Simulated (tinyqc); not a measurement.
Width of the well: finite square well with mass mismatch (envelope functions).

A square well of width L and depth V0, mass mw inside and mb outside, energies from the bottom of the well, c = hbar^2/2m0. k = sqrt(mw E/c), kappa = sqrt(mb (V0 - E)/c). psi and psi'/m are continuous at the walls (BenDaniel-Duke), so level n solves k L + 2 atan[(k/mw)/(kappa/mb)] = n pi.

Constants: hbar^2/2m0 = 3.80998211 eV angstrom^2.

Inputs chosen for the exercise (near those of a non-polar GaN well in AlGaN; shifted at random, so the results belong to these values and not to a real crystal): V0 = 0.69 eV (barrier height); mw = 0.203 m0 (mass in the well); mb = 0.255 m0 (mass in the barrier); Ls = (8, 11, 16, 22, 31, 44, 62) angstrom (widths).

Levels against L, beside the infinite well E1(hard) = c (pi/L)^2/mw; Pb is the probability of level 1 in the barriers; a dash marks an unbound level.

Levels:

| L (angstrom) | bound levels | E1 (eV) | E2 (eV) | E1(hard) (eV) | Pb |
|---|---|---|---|---|---|
| 8 | 1 | 0.4305 | - | 2.8943 | 0.420 |
| 11 | 1 | 0.3382 | - | 1.5309 | 0.279 |
| 16 | 1 | 0.2343 | - | 0.7236 | 0.154 |
| 22 | 2 | 0.1606 | 0.5822 | 0.3827 | 0.085 |
| 31 | 2 | 0.1009 | 0.3901 | 0.1928 | 0.041 |
| 44 | 3 | 0.0595 | 0.2353 | 0.0957 | 0.018 |
| 62 | 4 | 0.0341 | 0.1356 | 0.0482 | 0.008 |

The infinite well overestimates E1 by a factor 6.72 at 8 angstrom and 1.41 at 62 angstrom. The local exponent d ln E1/d ln L goes from -0.76 (first two rows) to -1.63 (last two), towards the -2 of hard walls, as Pb falls from 0.420 to 0.008. E2 - E1 is largest at 22 angstrom of the widths listed. Non-parabolicity, which grows with the level, already counts at a few tenths of an eV, and levels above about 0.5 eV lie beyond a parabolic band.

Computed by tinyqc, a small Python program: `OMP_NUM_THREADS=1 python tinyqc.py 1251675 1251676 out.jsonl` (the numbers bound the seed that draws the inputs); one thread of a shared host (Intel(R) Xeon(R) Processor @ 2.30GHz), about 0.01 s for the whole set of steps.
